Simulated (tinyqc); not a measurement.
Small-signal admittance of a forward-biased p+-n diode: two steps of the calculation.

Holes injected into a neutral base of width wb with an ohmic contact at its end; low injection, p0 far above the equilibrium density. A small voltage v exp(i w t), w = 2 pi f, modulates the edge density by p0 v/Vt, and the small-signal density obeys Dp d2p/dx2 = (1/tau + i w) p.

Parameters, values chosen for the exercise; permittivity close to that of silicon: temperature T = 350 K; relative permittivity eps_r = 11.7; donor density of the base Nd = 1e15 cm^-3; hole diffusion coefficient Dp = 8.2 cm^2/s; hole lifetime tau = 3e-6 s; width of the neutral base wb = 99 um; excess hole density at the junction edge p0 = 4.4e13 cm^-3; acceptor density of the p+ side Na = 4e18 cm^-3; signal frequency f = 2.3e5 Hz.

Constants: q = 1.602176634e-19 C, kB = 1.380649e-23 J/K, Vt = kB T/q, eps0 = 8.8541878128e-14 F/cm where lengths are in cm. Results are converted to the units shown.

Question 1. Closed-form admittance. L = sqrt(Dp tau); direct current J = (q Dp p0/L) coth(wb/L); k = sqrt(1 + i w tau)/L; diffusion admittance Y = (q Dp p0/Vt) k coth(k wb) = G + i w C_diff; junction capacitance C_j = sqrt(q eps0 eps_r Nd/(2 Vr)) in the depletion approximation, with the remaining barrier Vr = Vt ln(Na/p0), a rough value under forward bias; base-width modulation is left out.

Give: L; J; k wb; Y; C_diff; C_j.

Answer 1.

L = 49.598 um
J = 0.012093 A/cm^2
k wb = 3.2947+2.6213i
Y = 0.63753+0.50969i S/cm^2
C_diff = 0.35270 uF/cm^2
C_j = 0.015524 uF/cm^2

G is 1.59 times its low-frequency value J/Vt, and C_diff is 22.7 times C_j.

Question 2. The same by finite differences. 6 equal intervals, h = wb/6; u = small-signal density over its edge value, u_0 = 1, u_6 = 0; u_(i-1) + b u_i + u_(i+1) = 0 with b = -2 - h^2 (1/tau + i w)/Dp; Y = (q Dp p0/(Vt h)) (-b/2 - u_1), which includes the half box at the edge.

Give: b; u; Y on the mesh.

Answer 2.

b = -2.1107-0.4798i
u, node 1 to 5: 0.52417-0.23789i  0.22050-0.25060i  0.06146-0.18526i  -0.00188-0.11093i  -0.01221-0.04978i
Y on the mesh = 0.61699+0.55499i S/cm^2

Computed by the program tinyqc: `OMP_NUM_THREADS=1 python tinyqc.py 2890205 2890206 out.jsonl`, one thread of a shared Intel Xeon 2.30GHz, about 0.01 s for the whole run.
